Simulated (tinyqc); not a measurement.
Size effects in the resistivity of thin metal films and interconnect lines: one step, computed by the program tinyqc.

Electrons lose their drift at surfaces (a share 1 - p of the hits) and at grain boundaries (reflection R), besides bulk scattering.

Task: Surfaces. Fuchs-Sondheimer film: rho_b/rho = 1 - (3/(2 kappa))(1 - p) int_0^1 (s - s^3)(1 - exp(-kappa/s))/(1 - p exp(-kappa/s)) ds, f = rho/rho_b, kappa = thickness/lambda, 80 Gauss-Legendre points.

Inputs (values chosen for the exercise, modelled on molybdenum): bulk mean free path lambda = 11.7 nm; specularity p = 0; film thickness h = 4.5 nm.

Geometry: film.

Give: kappa = h/lambda; rho/rho_b from surfaces.

Result:

kappa = h/lambda = 0.3846

rho/rho_b from surfaces = 2.170

The thick-film form 1 + 3 (1 - p)/(8 kappa) gives 1.975, a deviation of -9.0 %.
